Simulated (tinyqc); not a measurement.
Comparisons within one model: three-band tight binding of a dichalcogenide monolayer. A value that a table varies takes the place of the one given here.

Basis dz2, dxy, dx2-y2 on a triangular lattice, nearest neighbours; alpha = kx a/2, beta = sqrt3 ky a/2. h0 = e1 + 2 t0 (cos 2alpha + 2 cos alpha cos beta); h1 = -2 sqrt3 t2 sin alpha sin beta + 2i t1 (sin 2alpha + sin alpha cos beta); h2 = 2 t2 (cos 2alpha - cos alpha cos beta) + 2i sqrt3 t1 cos alpha sin beta; h11 = e2 + 2 t11 cos 2alpha + (t11 + 3 t22) cos alpha cos beta; h22 = e2 + 2 t22 cos 2alpha + (3 t11 + t22) cos alpha cos beta; h12 = sqrt3 (t22 - t11) sin alpha sin beta + 4i t12 sin alpha (cos alpha - cos beta) + i lam sz. H = [[h0, h1, h2], [., h11, h12], [., ., h22]], Hermitian; the lowest band of each spin is filled. K = (4 pi/3a, 0), M = (pi/a, pi/(sqrt3 a)).

Constants: hbar^2/2m0 = 3.80998211 eV angstrom^2.

Values chosen for the exercise (near a published set for monolayer MoSe2; not measured data): a = 3.317 angstrom (lattice constant); e1 = 0.93 eV (level of dz2); e2 = 2.069 eV (level of dxy and dx2-y2); t0 = -0.191 eV (hopping); t1 = 0.324 eV (hopping); t2 = 0.448 eV (hopping); t11 = 0.208 eV (hopping); t12 = 0.288 eV (hopping); t22 = 0.131 eV (hopping); lam = 0.091 eV (spin-orbit constant).

## Three bands against the two-band Dirac model at K

Masses from central differences along kx with step 0.002 1/angstrom, c = hbar^2/2m0; Berry curvature of the valence band from a counter-clockwise plaquette of side 0.001 1/angstrom, Omega = -arg(product of overlaps)/area. Two-band model: coupling A = (3 a/(2 sqrt2))(t1 + sqrt3 t2) between valence and conduction states, mass c G/A^2 for both, Omega_v = 2 A^2/G^2. sz = 0 drops the spin-orbit term.

At K:

| sz | G (eV) | m_c (m0) | m_v (m0) | two-band mass | Omega_v (angstrom^2) | two-band Omega |
|---|---|---|---|---|---|---|
| 1 | 1.3480 | 0.488 | 0.676 | 0.343 | 16.456 | 16.484 |
| 0 | 1.4390 | 0.529 | 0.773 | 0.366 | 14.440 | 14.465 |
| -1 | 1.5300 | 0.571 | 0.884 | 0.389 | 12.773 | 12.795 |

A = 3.8699 eV angstrom

Without spin-orbit coupling the electron mass is 0.529 and the hole mass 0.773, against 0.366 for both in the two-band model: the third band and the curvature of the diagonal terms break the symmetry. The Berry curvature is -0.2 % from the two-band value. The smaller gap (sz = +1) has the larger curvature, by a factor 1.29.

## All hoppings scaled

The six hoppings are multiplied by f; e1, e2 and lam stay (real strain also moves e1 and e2, so this is no model of it). Closed forms: Ev(K) = e2 - (3/2)(t11 + t22) - 3 sqrt3 t12 + lam, Ec(K) = e1 - 3 t0, Ev(Gamma) = e1 + 6 t0.

Gaps (eV):

| f | direct gap at K | Ev(K) - Ev(Gamma) | Ec(K) - top of valence band |
|---|---|---|---|
| 0.85 | 0.9613 | 0.4999 | 0.9613 |
| 0.90 | 1.0902 | 0.4569 | 1.0902 |
| 0.94 | 1.1933 | 0.4225 | 1.1933 |
| 0.97 | 1.2707 | 0.3968 | 1.2707 |
| 1.00 | 1.3480 | 0.3710 | 1.3480 |
| 1.03 | 1.4253 | 0.3452 | 1.4253 |
| 1.06 | 1.5027 | 0.3195 | 1.5027 |
| 1.10 | 1.6058 | 0.2851 | 1.6058 |

The direct gap changes by +25.8 meV for each per cent of f. The top of the valence band stays at K over the range.

## What each parameter does

Spin up: gap at K, Ev(K) - Ev(Gamma), and masses at K by central differences along kx with step 0.002 1/angstrom, c = hbar^2/2m0. Each row changes one parameter from the base and keeps the others.

Results:

| case | gap at K (eV) | K - Gamma (eV) | m_c (m0) | m_v (m0) |
|---|---|---|---|---|
| base | 1.3480 | 0.3710 | 0.488 | 0.676 |
| e1 = 0.9 eV | 1.3180 | 0.4010 | 0.471 | 0.647 |
| lam = 0.121 eV | 1.3180 | 0.4010 | 0.475 | 0.647 |
| t2 = 0.478 eV | 1.3480 | 0.3710 | 0.450 | 0.568 |
| t1 = 0.354 eV | 1.3480 | 0.3710 | 0.441 | 0.610 |
| t0 = -0.161 eV | 1.2580 | 0.1910 | 0.426 | 0.593 |
| t11 = 0.178 eV | 1.3030 | 0.4160 | 0.462 | 0.623 |

The largest shifts from the base row, up to three for each result and ties (the steps differ in size, so this ranks the rows, not the parameters). gap at K (eV): t0 -0.0900, t11 -0.0450, e1 -0.0300, lam -0.0300; unchanged at the printed digits by t2 and t1. K - Gamma (eV): t0 -0.1800, t11 +0.0450, e1 +0.0300, lam +0.0300; unchanged at the printed digits by t2 and t1. m_c (m0): t0 -0.062, t1 -0.047, t2 -0.038. m_v (m0): t2 -0.108, t0 -0.084, t1 -0.066. t2 and t1 couple dz2 to the other orbitals and vanish at K and Gamma, so only the masses feel them.

(tinyqc, `OMP_NUM_THREADS=1 python tinyqc.py 1451813 1451814 out.jsonl`, Intel(R) Xeon(R) Processor @ 2.30GHz, 1 thread, shared host, about 0.01 s.)
